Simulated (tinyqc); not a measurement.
Frequency dispersion of an accumulation capacitance by border traps, distributed model: one step of the calculation.

Traps spread evenly through the insulator exchange electrons with the semiconductor by tunnelling, with tau(x) = t0 exp(2 ka x) at depth x from the interface. The admittance per area Y seen at depth x obeys dY/dx = -Y^2/(i w eps0 eox) + q Nb ln(1 + i w tau)/tau, with Y(0) = i w Cs and w = 2 pi f; the gate sees Y(tox) = G + i w C. Working variable y = Y/(i w), in uF/cm^2. Cox = eps0 eox/tox.

Task. Midpoint steps through the active depth. In terms of y: dy/dx = -y^2/(eps0 eox) + s(x), s = q Nb ln(1 + z)/z, z = i w tau. 9 midpoint steps of h = xe/9: y_half = y + (h/2) y'(x, y), y(new) = y + h y'(x + h/2, y_half).

Parameters, values chosen for the exercise; permittivity close to that of silicon dioxide: relative permittivity of the insulator eox = 3.71; semiconductor capacitance in accumulation Cs = 1.4 uF/cm^2; density of border traps Nb = 4.3e19 cm^-3 eV^-1; decay constant of the wave function in the insulator ka = 4 1/nm; time constant of a trap at the interface t0 = 1e-11 s; frequency f = 1000 Hz; depth down to which the steps are taken xe = 2.7 nm.

Constants: q = 1.602176634e-19 C, eps0 = 8.8541878128e-14 F/cm where lengths are in cm. Results are converted to the units shown.

Find: x; s; y.

Result.

```
point  x (nm)  s (uF/(cm^2 nm))   y (uF/cm^2)
0           0    0.6889+0.0000i  1.400+0.000i
1      0.3000    0.6889+0.0000i  1.424+0.000i
2      0.6000    0.6889+0.0000i  1.443+0.000i
3      0.9000    0.6889+0.0000i  1.457+0.000i
4       1.200    0.6889-0.0003i  1.468+0.000i
5       1.500    0.6889-0.0035i  1.477+0.000i
6       1.800    0.6860-0.0386i  1.483-0.004i
7       2.100    0.4952-0.2589i  1.479-0.037i
8       2.400    0.0753-0.1318i  1.354-0.091i
9       2.700    0.0071-0.0229i  1.212-0.085i
```

Computed by the program tinyqc: `OMP_NUM_THREADS=1 python tinyqc.py 2202098 2202099 out.jsonl`, one thread of a shared Intel Xeon 2.30GHz, about 0.7 s for the whole run.
